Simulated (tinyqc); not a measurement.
Worked calculation (part 2 of 3): UKS/PBE0 in the 6-31g basis, for H3, spin multiplicity 2. Computed by tinyqc, a small Python program that keeps every step (integrals from PySCF). Command: `OMP_NUM_THREADS=1 python tinyqc.py 30330 30331 out.jsonl` (the two numbers bound the seeds that draw the settings). One thread of a shared host (Intel(R) Xeon(R) Processor @ 2.60GHz), about 2 s of CPU time with the checks.

Geometry (angstrom):
```
atom         x         y         z
H     0.000000  0.000000  0.000000
H     0.000000  0.000000  1.451000
H     0.000000  1.256000  0.725000
```

## Iteration 2: exchange-correlation on the grid

D(alpha) after iteration 1, order 1H 1s, 1H 2s, 2H 1s, 2H 2s, 3H 1s, 3H 2s:
$$\begin{pmatrix}
0.100562 & 0.189982 & -0.023088 & -0.129488 & 0.071248 & 0.114384 \\
0.189982 & 0.408761 & -0.129471 & -0.416631 & 0.114264 & 0.213372 \\
-0.023088 & -0.129471 & 0.153163 & 0.325967 & 0.018669 & -0.021573 \\
-0.129488 & -0.416631 & 0.325967 & 0.760236 & -0.021566 & -0.137892 \\
0.071248 & 0.114264 & 0.018669 & -0.021566 & 0.058777 & 0.082152 \\
0.114384 & 0.213372 & -0.021573 & -0.137892 & 0.082152 & 0.130255
\end{pmatrix}$$

D(beta) after iteration 1, order 1H 1s, 1H 2s, 2H 1s, 2H 2s, 3H 1s, 3H 2s:
$$\begin{pmatrix}
0.040699 & 0.055686 & 0.040685 & 0.055673 & 0.040687 & 0.055732 \\
0.055686 & 0.076194 & 0.055668 & 0.076175 & 0.055670 & 0.076256 \\
0.040685 & 0.055668 & 0.040672 & 0.055654 & 0.040674 & 0.055713 \\
0.055673 & 0.076175 & 0.055654 & 0.076156 & 0.055657 & 0.076237 \\
0.040687 & 0.055670 & 0.040674 & 0.055657 & 0.040675 & 0.055716 \\
0.055732 & 0.076256 & 0.055713 & 0.076237 & 0.055716 & 0.076318
\end{pmatrix}$$

Becke grid with 10 radial and 50 angular points per atom, points of zero weight dropped. rho = sum D_ij phi_i phi_j; V_xc,ij = sum w v_xc phi_i phi_j plus the gradient terms; v_xc is d(rho eps)/d rho(s) for spin s at fixed gradient. Exact exchange is left to K.

The 16 grid points with the largest w rho, of 1494 (bohr, atomic units):
```
x                  y         z         w  rho(alpha)  rho(beta)     eps_xc  v_xc(alpha)
1.236474    0.000000  3.978467  0.714982    0.012463   0.002574  -0.188777    -0.226748
-1.236474   0.000000  3.978467  0.714982    0.012463   0.002574  -0.188777    -0.226748
0.000000   -1.236474  3.978467  0.715076    0.012754   0.002256  -0.189678    -0.227336
0.000000    1.236474  3.978467  0.687190    0.011896   0.003540  -0.187624    -0.226994
1.009577   -1.009577  3.751569  0.668155    0.012464   0.002383  -0.188654    -0.225971
-1.009577  -1.009577  3.751569  0.668155    0.012464   0.002383  -0.188654    -0.225971
1.009577    1.009577  3.751569  0.649423    0.011755   0.003493  -0.187050    -0.225861
-1.009577   1.009577  3.751569  0.649423    0.011755   0.003493  -0.187050    -0.225861
-1.236474  -1.236474  2.741993  0.711078    0.010766   0.003039  -0.183262    -0.216585
1.236474   -1.236474  2.741993  0.711078    0.010766   0.003039  -0.183262    -0.216585
-0.527234   0.527234  4.323696  0.638363    0.012599   0.002647  -0.189382    -0.227870
0.527234    0.527234  4.323696  0.638363    0.012599   0.002647  -0.189382    -0.227870
0.527234   -0.527234  4.323696  0.639003    0.012938   0.002272  -0.190391    -0.228555
-0.527234  -0.527234  4.323696  0.639003    0.012938   0.002272  -0.190391    -0.228555
0.000000    0.748398  1.993594  0.158481    0.036513   0.024721  -0.269133    -0.351494
1.236474    1.236474  0.000000  0.535445    0.011411   0.006276  -0.187451    -0.240385
```

electrons on the grid, sum of w rho = 2.999517

E_xc = sum of w rho eps_xc = -0.66761776 hartree

V_xc(alpha) (hartree), order 1H 1s, 1H 2s, 2H 1s, 2H 2s, 3H 1s, 3H 2s:
$$\begin{pmatrix}
-0.384271 & -0.213475 & -0.020678 & -0.078055 & -0.020887 & -0.079865 \\
-0.213475 & -0.233673 & -0.084094 & -0.137280 & -0.073899 & -0.134982 \\
-0.020678 & -0.084094 & -0.426342 & -0.234833 & -0.020702 & -0.084791 \\
-0.078055 & -0.137280 & -0.234833 & -0.249712 & -0.072674 & -0.135589 \\
-0.020887 & -0.073899 & -0.020702 & -0.072674 & -0.340155 & -0.190627 \\
-0.079865 & -0.134982 & -0.084791 & -0.135589 & -0.190627 & -0.215559
\end{pmatrix}$$

V_xc(beta) (hartree), order 1H 1s, 1H 2s, 2H 1s, 2H 2s, 3H 1s, 3H 2s:
$$\begin{pmatrix}
-0.336342 & -0.188437 & -0.020187 & -0.072342 & -0.019838 & -0.072399 \\
-0.188437 & -0.208706 & -0.073621 & -0.125914 & -0.071270 & -0.125363 \\
-0.020187 & -0.073621 & -0.346732 & -0.193342 & -0.020016 & -0.073648 \\
-0.072342 & -0.125914 & -0.193342 & -0.212380 & -0.071249 & -0.125591 \\
-0.019838 & -0.071270 & -0.020016 & -0.071249 & -0.327398 & -0.184090 \\
-0.072399 & -0.125363 & -0.073648 & -0.125591 & -0.184090 & -0.205257
\end{pmatrix}$$

## Iteration 2: building the Kohn-Sham matrix

core Hamiltonian H = T + V (hartree), order 1H 1s, 1H 2s, 2H 1s, 2H 2s, 3H 1s, 3H 2s:
$$\begin{pmatrix}
-0.987138 & -0.962638 & -0.171222 & -0.428078 & -0.171611 & -0.428480 \\
-0.962638 & -1.108328 & -0.428054 & -0.718285 & -0.428493 & -0.718712 \\
-0.171222 & -0.428054 & -0.987012 & -0.962556 & -0.171359 & -0.428196 \\
-0.428078 & -0.718285 & -0.962556 & -1.108225 & -0.428233 & -0.718435 \\
-0.171611 & -0.428493 & -0.171359 & -0.428233 & -0.987206 & -0.962683 \\
-0.428480 & -0.718712 & -0.428196 & -0.718435 & -0.962683 & -1.108384
\end{pmatrix}$$

nuclear repulsion = 1.09435737 hartree

Given earlier and not repeated: Two-electron integrals (ij|kl) in chemists' order.

J_ij = sum D_kl (ij|kl) with D = D(alpha) + D(beta), K_ij = sum D_kl (ik|jl) for each spin; F = H + J - 0.25 K(s) + V_xc; E = tr D H + tr D J / 2 - 0.125 sum_s tr D(s) K(s) + E_xc + E_nn.

Coulomb J (hartree), order 1H 1s, 1H 2s, 2H 1s, 2H 2s, 3H 1s, 3H 2s:
$$\begin{pmatrix}
1.474135 & 0.906168 & 0.101898 & 0.354271 & 0.098006 & 0.352486 \\
0.906168 & 1.173296 & 0.373072 & 0.700315 & 0.337561 & 0.679458 \\
0.101898 & 0.373072 & 1.609805 & 0.975872 & 0.100156 & 0.372260 \\
0.354271 & 0.700315 & 0.975872 & 1.229898 & 0.338536 & 0.691064 \\
0.098006 & 0.337561 & 0.100156 & 0.338536 & 1.366534 & 0.850899 \\
0.352486 & 0.679458 & 0.372260 & 0.691064 & 0.850899 & 1.128443
\end{pmatrix}$$

exchange K(alpha) (hartree), order 1H 1s, 1H 2s, 2H 1s, 2H 2s, 3H 1s, 3H 2s:
$$\begin{pmatrix}
0.449721 & 0.382708 & 0.036801 & 0.150582 & 0.159454 & 0.240287 \\
0.382708 & 0.411533 & 0.173941 & 0.270721 & 0.221737 & 0.317416 \\
0.036801 & 0.173941 & 0.646946 & 0.511694 & 0.091055 & 0.213620 \\
0.150582 & 0.270721 & 0.511694 & 0.499371 & 0.171730 & 0.291386 \\
0.159454 & 0.221737 & 0.091055 & 0.171730 & 0.293245 & 0.280413 \\
0.240287 & 0.317416 & 0.213620 & 0.291386 & 0.280413 & 0.341928
\end{pmatrix}$$

exchange K(beta) (hartree), order 1H 1s, 1H 2s, 2H 1s, 2H 2s, 3H 1s, 3H 2s:
$$\begin{pmatrix}
0.246441 & 0.246993 & 0.120093 & 0.186486 & 0.120210 & 0.186598 \\
0.246993 & 0.300344 & 0.186451 & 0.264486 & 0.186606 & 0.264624 \\
0.120093 & 0.186451 & 0.246294 & 0.246864 & 0.120133 & 0.186495 \\
0.186486 & 0.264486 & 0.246864 & 0.300221 & 0.186538 & 0.264542 \\
0.120210 & 0.186606 & 0.120133 & 0.186538 & 0.246497 & 0.247063 \\
0.186598 & 0.264624 & 0.186495 & 0.264542 & 0.247063 & 0.300436
\end{pmatrix}$$

F(alpha) (hartree), order 1H 1s, 1H 2s, 2H 1s, 2H 2s, 3H 1s, 3H 2s:
$$\begin{pmatrix}
-0.009704 & -0.365623 & -0.099202 & -0.189508 & -0.134355 & -0.215931 \\
-0.365623 & -0.271589 & -0.182561 & -0.222931 & -0.220266 & -0.253590 \\
-0.099202 & -0.182561 & 0.034715 & -0.349441 & -0.114668 & -0.194132 \\
-0.189508 & -0.222931 & -0.349441 & -0.252883 & -0.205303 & -0.235806 \\
-0.134355 & -0.220266 & -0.114668 & -0.205303 & -0.034138 & -0.372515 \\
-0.215931 & -0.253590 & -0.194132 & -0.235806 & -0.372515 & -0.280982
\end{pmatrix}$$

F(beta) (hartree), order 1H 1s, 1H 2s, 2H 1s, 2H 2s, 3H 1s, 3H 2s:
$$\begin{pmatrix}
0.089046 & -0.306656 & -0.119534 & -0.192771 & -0.123496 & -0.195042 \\
-0.306656 & -0.218824 & -0.175216 & -0.210006 & -0.208853 & -0.230773 \\
-0.119534 & -0.175216 & 0.214487 & -0.241742 & -0.121252 & -0.176207 \\
-0.192771 & -0.210006 & -0.241742 & -0.165763 & -0.207580 & -0.219097 \\
-0.123496 & -0.208853 & -0.121252 & -0.207580 & -0.009694 & -0.357641 \\
-0.195042 & -0.230773 & -0.176207 & -0.219097 & -0.357641 & -0.260307
\end{pmatrix}$$

total energy of this density = -1.51663674 hartree

## Iteration 2: DIIS over 2 matrices

error matrix X^T (FDS - SDF) X (alpha):
$$\begin{pmatrix}
0.000000 & -0.000018 & -0.000155 & 0.000005 & -0.000480 & -0.000011 \\
0.000018 & 0.000000 & -0.003357 & 0.000118 & -0.008311 & -0.008111 \\
0.000155 & 0.003357 & 0.000000 & 0.001209 & 0.008500 & -0.003961 \\
-0.000005 & -0.000118 & -0.001209 & 0.000000 & -0.001570 & -0.018104 \\
0.000480 & 0.008311 & -0.008500 & 0.001570 & 0.000000 & 0.004161 \\
0.000011 & 0.008111 & 0.003961 & 0.018104 & -0.004161 & 0.000000
\end{pmatrix}$$

B (overlaps of the stored error matrices):
$$\begin{pmatrix}
3.4254724e-02 & 1.0203461e-03 \\
1.0203461e-03 & 1.1380516e-02
\end{pmatrix}$$

Minimise |sum c_i e_i|^2 with sum c_i = 1: solve [B -1; -1 0][c; lambda] = [0; -1] with B_ij = tr e_i^T e_j summed over both spins, and take F = sum c_i F_i.

DIIS coefficients: [0.237648, 0.762352]

extrapolated F(alpha) (hartree), order 1H 1s, 1H 2s, 2H 1s, 2H 2s, 3H 1s, 3H 2s:
$$\begin{pmatrix}
-0.001864 & -0.361186 & -0.103482 & -0.191979 & -0.130332 & -0.212163 \\
-0.361186 & -0.266076 & -0.186680 & -0.225035 & -0.215463 & -0.248443 \\
-0.103482 & -0.186680 & 0.032005 & -0.348843 & -0.115291 & -0.195519 \\
-0.191979 & -0.225035 & -0.348843 & -0.251803 & -0.204032 & -0.234868 \\
-0.130332 & -0.215463 & -0.115291 & -0.204032 & -0.020478 & -0.366416 \\
-0.212163 & -0.248443 & -0.195519 & -0.234868 & -0.366416 & -0.273276
\end{pmatrix}$$

extrapolated F(beta) (hartree), order 1H 1s, 1H 2s, 2H 1s, 2H 2s, 3H 1s, 3H 2s:
$$\begin{pmatrix}
0.101128 & -0.296957 & -0.115090 & -0.185348 & -0.118153 & -0.187112 \\
-0.296957 & -0.205801 & -0.171963 & -0.201304 & -0.197636 & -0.217160 \\
-0.115090 & -0.171963 & 0.196764 & -0.247465 & -0.116414 & -0.172733 \\
-0.185348 & -0.201304 & -0.247465 & -0.165340 & -0.196647 & -0.208248 \\
-0.118153 & -0.197636 & -0.116414 & -0.196647 & 0.025862 & -0.335804 \\
-0.187112 & -0.217160 & -0.172733 & -0.208248 & -0.335804 & -0.237459
\end{pmatrix}$$

## Iteration 2: diagonalisation and new density

X, order 1H 1s, 1H 2s, 2H 1s, 2H 2s, 3H 1s, 3H 2s:
$$\begin{pmatrix}
0.667746 & 0.563634 & 0.795365 & -0.499721 & -0.421417 & 0.189329 \\
-1.161473 & -0.979647 & -0.529513 & -0.287330 & -0.242402 & 0.284380 \\
0.154045 & -0.860165 & 0.795404 & -0.115280 & 0.643349 & 0.189283 \\
-0.267993 & 1.495317 & -0.529563 & -0.066298 & 0.370138 & 0.284332 \\
-0.821894 & 0.296706 & 0.795343 & 0.614952 & -0.221848 & 0.189354 \\
1.429455 & -0.515651 & -0.529486 & 0.353545 & -0.127594 & 0.284406
\end{pmatrix}$$

Diagonalise F' = X^T F X, C = X C', fill 2 alpha and 1 beta electrons from the bottom; D(s) = C_occ C_occ^T. Each column has its largest component positive (the first on a tie).

F' = X^T F X (alpha) (hartree):
$$\begin{pmatrix}
0.659616 & 0.000279 & 0.014782 & -0.268585 & -0.001257 & -0.000401 \\
0.000279 & 0.680569 & -0.022091 & -0.001184 & -0.298380 & 0.000785 \\
0.014782 & -0.022091 & 0.867789 & -0.010402 & 0.016216 & -0.058634 \\
-0.268585 & -0.001184 & -0.010402 & -0.037363 & -0.002331 & -0.012483 \\
-0.001257 & -0.298380 & 0.016216 & -0.002331 & -0.053765 & 0.019844 \\
-0.000401 & 0.000785 & -0.058634 & -0.012483 & 0.019844 & -0.448975
\end{pmatrix}$$

orbital energies (alpha) (hartree): MO1 -0.453347, MO2 -0.158912, MO3 -0.128017, MO4 0.748134, MO5 0.780101, MO6 0.879914

coefficients C (alpha), order 1H 1s, 1H 2s, 2H 1s, 2H 2s, 3H 1s, 3H 2s:
$$\begin{pmatrix}
0.229335 & -0.227746 & -0.237827 & 0.559842 & -0.964912 & 0.673670 \\
0.270877 & -0.607608 & -0.592932 & -0.784459 & 1.106260 & -0.421882 \\
0.194810 & 0.317151 & -0.100756 & 0.183048 & 0.759269 & 1.049101 \\
0.206788 & 0.844054 & -0.258921 & -0.304931 & -1.058062 & -0.880775 \\
0.248774 & -0.063289 & 0.321352 & -1.128619 & -0.363339 & 0.533285 \\
0.300833 & -0.178827 & 0.808671 & 1.360476 & 0.349761 & -0.249193
\end{pmatrix}$$

F' = X^T F X (beta) (hartree):
$$\begin{pmatrix}
0.684073 & 0.002543 & 0.024522 & -0.281905 & -0.001350 & 0.003130 \\
0.002543 & 0.733630 & -0.033540 & -0.001387 & -0.308111 & -0.004208 \\
0.024522 & -0.033540 & 0.917962 & -0.023095 & 0.031486 & -0.026982 \\
-0.281905 & -0.001387 & -0.023095 & 0.019649 & 0.004605 & -0.031374 \\
-0.001350 & -0.308111 & 0.031486 & 0.004605 & 0.111161 & 0.042873 \\
0.003130 & -0.004208 & -0.026982 & -0.031374 & 0.042873 & -0.378502
\end{pmatrix}$$

orbital energies (beta) (hartree): MO1 -0.386372, MO2 -0.081246, MO3 -0.011800, MO4 0.778678, MO5 0.843146, MO6 0.945567

coefficients C (beta), order 1H 1s, 1H 2s, 2H 1s, 2H 2s, 3H 1s, 3H 2s:
$$\begin{pmatrix}
0.203229 & -0.246667 & -0.166585 & 0.435943 & -1.120076 & 0.533685 \\
0.265413 & -0.701905 & -0.564491 & -0.653438 & 1.193851 & -0.277982 \\
0.153110 & -0.064465 & 0.272421 & 0.152324 & 0.562845 & 1.190584 \\
0.183853 & -0.185312 & 0.943646 & -0.297671 & -0.830672 & -1.035972 \\
0.261970 & 0.281833 & -0.081073 & -1.198014 & -0.352297 & 0.381274 \\
0.357455 & 0.788663 & -0.267983 & 1.381774 & 0.266606 & -0.098977
\end{pmatrix}$$

D(alpha) after iteration 2, order 1H 1s, 1H 2s, 2H 1s, 2H 2s, 3H 1s, 3H 2s:
$$\begin{pmatrix}
0.104463 & 0.200502 & -0.027553 & -0.144806 & 0.071466 & 0.109719 \\
0.200502 & 0.442562 & -0.139934 & -0.456840 & 0.105842 & 0.190145 \\
-0.027553 & -0.139934 & 0.138536 & 0.307977 & 0.028391 & 0.001890 \\
-0.144806 & -0.456840 & 0.307977 & 0.755188 & -0.001976 & -0.088731 \\
0.071466 & 0.105842 & 0.028391 & -0.001976 & 0.065894 & 0.086157 \\
0.109719 & 0.190145 & 0.001890 & -0.088731 & 0.086157 & 0.122479
\end{pmatrix}$$

D(beta) after iteration 2, order 1H 1s, 1H 2s, 2H 1s, 2H 2s, 3H 1s, 3H 2s:
$$\begin{pmatrix}
0.041302 & 0.053940 & 0.031116 & 0.037364 & 0.053240 & 0.072645 \\
0.053940 & 0.070444 & 0.040637 & 0.048797 & 0.069530 & 0.094873 \\
0.031116 & 0.040637 & 0.023443 & 0.028150 & 0.040110 & 0.054730 \\
0.037364 & 0.048797 & 0.028150 & 0.033802 & 0.048164 & 0.065719 \\
0.053240 & 0.069530 & 0.040110 & 0.048164 & 0.068628 & 0.093643 \\
0.072645 & 0.094873 & 0.054730 & 0.065719 & 0.093643 & 0.127774
\end{pmatrix}$$

## Iteration 15 (converged): orbitals

converged F(alpha) (hartree), order 1H 1s, 1H 2s, 2H 1s, 2H 2s, 3H 1s, 3H 2s:
$$\begin{pmatrix}
-0.036748 & -0.384742 & -0.101563 & -0.195382 & -0.122562 & -0.211462 \\
-0.384742 & -0.281241 & -0.195375 & -0.232397 & -0.192326 & -0.236063 \\
-0.101563 & -0.195375 & -0.036763 & -0.384755 & -0.122349 & -0.211292 \\
-0.195382 & -0.232397 & -0.384755 & -0.281204 & -0.192178 & -0.235946 \\
-0.122562 & -0.192326 & -0.122349 & -0.192178 & 0.086507 & -0.303969 \\
-0.211462 & -0.236063 & -0.211292 & -0.235946 & -0.303969 & -0.226366
\end{pmatrix}$$

converged F(beta) (hartree), order 1H 1s, 1H 2s, 2H 1s, 2H 2s, 3H 1s, 3H 2s:
$$\begin{pmatrix}
0.184212 & -0.248501 & -0.108442 & -0.168071 & -0.123625 & -0.176939 \\
-0.248501 & -0.168416 & -0.167986 & -0.192349 & -0.217368 & -0.221281 \\
-0.108442 & -0.167986 & 0.184680 & -0.248212 & -0.123464 & -0.176758 \\
-0.168071 & -0.192349 & -0.248212 & -0.168149 & -0.217250 & -0.221164 \\
-0.123625 & -0.217368 & -0.123464 & -0.217250 & -0.047696 & -0.386682 \\
-0.176939 & -0.221281 & -0.176758 & -0.221164 & -0.386682 & -0.276492
\end{pmatrix}$$

As before.

F' = X^T F X (alpha) (hartree):
$$\begin{pmatrix}
0.677658 & -0.006619 & -0.008978 & -0.283216 & -0.001059 & -0.006788 \\
-0.006619 & 0.661848 & 0.003227 & -0.001073 & -0.285672 & 0.002455 \\
-0.008978 & 0.003227 & 0.866992 & 0.019783 & -0.007093 & -0.057518 \\
-0.283216 & -0.001073 & 0.019783 & 0.002588 & -0.039886 & 0.038213 \\
-0.001059 & -0.285672 & -0.007093 & -0.039886 & -0.094097 & -0.013764 \\
-0.006788 & 0.002455 & -0.057518 & 0.038213 & -0.013764 & -0.446669
\end{pmatrix}$$

orbital energies (alpha) (hartree): MO1 -0.453160, MO2 -0.203284, MO3 -0.083943, MO4 0.754300, MO5 0.782003, MO6 0.872404

coefficients C (alpha), order 1H 1s, 1H 2s, 2H 1s, 2H 2s, 3H 1s, 3H 2s:
$$\begin{pmatrix}
0.248222 & -0.298865 & -0.144136 & -0.896763 & 0.645886 & 0.682840 \\
0.291170 & -0.722692 & -0.405194 & 1.146541 & -0.736613 & -0.427670 \\
0.248137 & 0.299252 & -0.143496 & 0.896243 & 0.646079 & 0.683309 \\
0.291031 & 0.723576 & -0.403240 & -1.146081 & -0.736711 & -0.428207 \\
0.174954 & -0.000369 & 0.317355 & -0.000148 & -0.898324 & 0.959709 \\
0.194688 & -0.000798 & 0.910742 & -0.000040 & 1.180886 & -0.741557
\end{pmatrix}$$

F' = X^T F X (beta) (hartree):
$$\begin{pmatrix}
0.687668 & 0.018342 & 0.044792 & -0.281116 & -0.010562 & 0.007200 \\
0.018342 & 0.732181 & -0.016251 & -0.010602 & -0.306533 & -0.002624 \\
0.044792 & -0.016251 & 0.916693 & -0.050958 & 0.018531 & -0.028059 \\
-0.281116 & -0.010602 & -0.050958 & 0.016103 & 0.042384 & -0.089490 \\
-0.010562 & -0.306533 & 0.018531 & 0.042384 & 0.118263 & 0.032464 \\
0.007200 & -0.002624 & -0.028059 & -0.089490 & 0.032464 & -0.382420
\end{pmatrix}$$

orbital energies (beta) (hartree): MO1 -0.409289, MO2 -0.074127, MO3 0.002695, MO4 0.757167, MO5 0.869628, MO6 0.942416

coefficients C (beta), order 1H 1s, 1H 2s, 2H 1s, 2H 2s, 3H 1s, 3H 2s:
$$\begin{pmatrix}
0.144016 & -0.181250 & -0.227359 & 0.206209 & -0.919035 & 0.931075 \\
0.162189 & -0.514270 & -0.810630 & -0.411878 & 1.087177 & -0.715405 \\
0.143743 & -0.180722 & 0.227669 & 0.205845 & 0.915509 & 0.934673 \\
0.161830 & -0.512606 & 0.811729 & -0.411304 & -1.084400 & -0.719388 \\
0.327653 & 0.268207 & -0.000167 & -1.246583 & -0.000942 & 0.355093 \\
0.449722 & 0.753300 & -0.000350 & 1.428037 & 0.000266 & -0.052474
\end{pmatrix}$$

D(alpha) after iteration 15, order 1H 1s, 1H 2s, 2H 1s, 2H 2s, 3H 1s, 3H 2s:
$$\begin{pmatrix}
0.150934 & 0.288262 & -0.027843 & -0.144011 & 0.043538 & 0.048564 \\
0.288262 & 0.607064 & -0.144017 & -0.438183 & 0.051208 & 0.057264 \\
-0.027843 & -0.144017 & 0.151124 & 0.288748 & 0.043302 & 0.048071 \\
-0.144011 & -0.438183 & 0.288748 & 0.608262 & 0.050650 & 0.056083 \\
0.043538 & 0.051208 & 0.043302 & 0.050650 & 0.030609 & 0.034062 \\
0.048564 & 0.057264 & 0.048071 & 0.056083 & 0.034062 & 0.037904
\end{pmatrix}$$

D(beta) after iteration 15, order 1H 1s, 1H 2s, 2H 1s, 2H 2s, 3H 1s, 3H 2s:
$$\begin{pmatrix}
0.020741 & 0.023358 & 0.020701 & 0.023306 & 0.047187 & 0.064767 \\
0.023358 & 0.026305 & 0.023314 & 0.026247 & 0.053142 & 0.072940 \\
0.020701 & 0.023314 & 0.020662 & 0.023262 & 0.047098 & 0.064644 \\
0.023306 & 0.026247 & 0.023262 & 0.026189 & 0.053024 & 0.072778 \\
0.047187 & 0.053142 & 0.047098 & 0.053024 & 0.107356 & 0.147353 \\
0.064767 & 0.072940 & 0.064644 & 0.072778 & 0.147353 & 0.202250
\end{pmatrix}$$

## Convergence

Stop when the energy changes by less than 1e-09 hartree and every element of the error matrix X^T (F D S - S D F) X (for each spin) is below 9e-06.

Course of the cycle:
```
iteration  E (hartree)     change  largest element of the error matrix
1          -1.35879289          -                             7.94e-02
2          -1.51663674  -1.58e-01                             5.69e-02
3          -1.52779935  -1.12e-02                             2.07e-02
4          -1.52962483  -1.83e-03                             1.93e-02
5          -1.53112123  -1.50e-03                             1.05e-02
6          -1.53271172  -1.59e-03                             7.14e-03
7          -1.53361717  -9.05e-04                             2.85e-03
8          -1.53390008  -2.83e-04                             1.43e-03
9          -1.53392016  -2.01e-05                             5.70e-04
10         -1.53392601  -5.84e-06                             2.91e-04
11         -1.53392738  -1.37e-06                             1.07e-04
12         -1.53392743  -4.84e-08                             3.88e-05
13         -1.53392745  -1.79e-08                             3.00e-05
14         -1.53392746  -9.83e-09                             8.02e-06
15         -1.53392746  -6.28e-10                             4.10e-06
```

PySCF UKS in the same basis, fine grid, after a stability check = -1.53381905 hartree

Converged in 15 iterations. The coarse grid moves the energy by -1.08e-04 hartree.
